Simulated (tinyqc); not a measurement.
Inversion-layer mobility, back-scattering and ballistic limit of a field-effect transistor. Changing the gate overdrive V_G - V_T. Computed by tinyqc, a small Python program. Command: `OMP_NUM_THREADS=1 python tinyqc.py 3018121 3018122 out.jsonl mos sweep`. One thread of a shared host (Intel(R) Xeon(R) Processor @ 2.30GHz), about 0.02 s of CPU time with the checks.

The charge at the top of the source barrier is fixed by the gate; series resistance and short-channel effects are left out. F_j are Fermi integrals normalised to exp(eta) in the classical limit.

Inputs (values chosen for the exercise, modelled on a 4H-SiC n-channel): transport mass m = 0.31 m_0; valley degeneracy g_v = 3; weight w of the inversion charge = 0.5; permittivity eps = 9.7; phonon mobility at 1 MV/cm and 300 K, mu_ph = 97 cm^2/(V s); roughness mobility at 1 MV/cm, mu_sr = 70 cm^2/(V s); Coulomb mobility at N_inv = 1e12/cm^2, mu_C = 22 cm^2/(V s); electrical oxide thickness t_inv = 1.7 nm; depletion charge N_dep = 1.1e+11 1/cm^2; drain voltage V_D = 0.84 V; channel length L = 92 nm; exponent a of the critical length = 0.76; temperature T = 400 K.

Statistics at the top of the barrier: Fermi-Dirac.

Constants: eps_0 = 8.8541878128e-12 F/m; e = 1.602176634e-19 C; m_0 = 9.1093837015e-31 kg; k_B = 1.380649e-23 J/K; hbar = 1.054571817e-34 J s; k_B = 8.617333262e-05 eV/K.

Method:
- N_inv = 3.9 eps_0 (V_G - V_T)/(e t_inv); effective field E_eff = e (N_dep + w N_inv)/(eps eps_0).
- mu_phonon = mu_ph (E_eff/1 MV/cm)^(-0.3) (T/300 K)^(-1.75); mu_rough = mu_sr (E_eff/1 MV/cm)^(-2); mu_Coulomb = mu_C (N_inv/1e12 cm^-2) (T/300 K); Matthiessen's rule adds 1/mu.
- F_j(eta) = (1/Gamma(j + 1)) int_0^infinity x^j/(1 + exp(x - eta)) dx, F_0 = ln(1 + exp(eta)). Integrals over x = E/(k_B T) use 160 Gauss-Legendre points in u = sqrt(x) from 0 to sqrt(max(eta, 0) + 32).
- Ballistic channel: N_2D = g_v m k_B T/(pi hbar^2), U = e V_D/(k_B T); eta_F solves N_inv = (N_2D/2)[F_0(eta_F) + F_0(eta_F - U)]; v_T = sqrt(2 k_B T/(pi m)); I/W = e (N_2D/2) v_T [F_1/2(eta_F) - F_1/2(eta_F - U)]; injection velocity v_T F_1/2(eta_F)/F_0(eta_F).
- Mean free path lambda = (2 k_B T/e)(mu/v_T) F_0(eta_0)/F_-1/2(eta_0), with eta_0 from N_inv = N_2D F_0(eta_0); critical length l = L (1 + U)^(-a), an empirical rule; back-scattering r = l/(l + lambda). Then eta solves N_inv = (N_2D/2)[(1 + r) F_0(eta) + (1 - r) F_0(eta - U)] and I/W = e (N_2D/2) v_T (1 - r)[F_1/2(eta) - F_1/2(eta - U)].
- Ballistic ratio: I over the ballistic current. Apparent mobility 1/(1/mu + 1/mu_B), mu_B = mu L/lambda.

One run for each value; columns: (1) gate overdrive V_G - V_T (V); (2) current I/W (microampere/micrometre); (3) ballistic current I/W (microampere/micrometre); (4) effective mobility mu (cm^2/(V s)); (5) injection velocity (1e7 cm/s); (6) ballistic ratio:
```
(1)     (2)   (3)    (4)    (5)     (6)
0.10   22.7   233  27.33  1.147  0.0973
0.24   81.2   581  40.88  1.191  0.1398
0.38  137.4   954  41.97  1.236  0.1440
0.51  180.4  1324  39.02  1.278  0.1362
0.65  216.0  1749  34.58  1.324  0.1235
0.79  242.2  2199  30.08  1.371  0.1101
1.10  275.8  3293  21.77  1.474  0.0838
1.20  281.9  3673  19.66  1.507  0.0767
```

Give the missing row, gate overdrive V_G - V_T (V) = 0.92.

Computed row; columns: (1) gate overdrive V_G - V_T (V); (2) current I/W (microampere/micrometre); (3) ballistic current I/W (microampere/micrometre); (4) effective mobility mu (cm^2/(V s)); (5) injection velocity (1e7 cm/s); (6) ballistic ratio:
```
(1)     (2)   (3)    (4)    (5)     (6)
0.92  259.6  2642  26.27  1.414  0.0983
```

Interpolating between the two neighbouring rows (the first column on a logarithmic scale, the others too where they are positive) misses most in effective mobility mu (cm^2/(V s)), by 1.3 %. Over the rows, current I/W (microampere/micrometre) rises from 22.7 to 282 (exponent d ln y / d ln x 1.5 between the first rows and 0.25 between the last); ballistic current I/W (microampere/micrometre) rises from 233 to 3670 (exponent d ln y / d ln x 1.0 between the first rows and 1.3 between the last); effective mobility mu (cm^2/(V s)) goes from 27.3 through a maximum among these rows, 42.0 at 0.380, to 19.7.

Caution (rows 0.100, 0.240, 0.380, 0.510, 0.650, 0.790, 0.920, 1.10): the current exceeds the long-channel drift law, so the empirical rule for l, meant for short channels, is too generous here.

Extremes, crossings and ranges named in words are read from the listed rows.
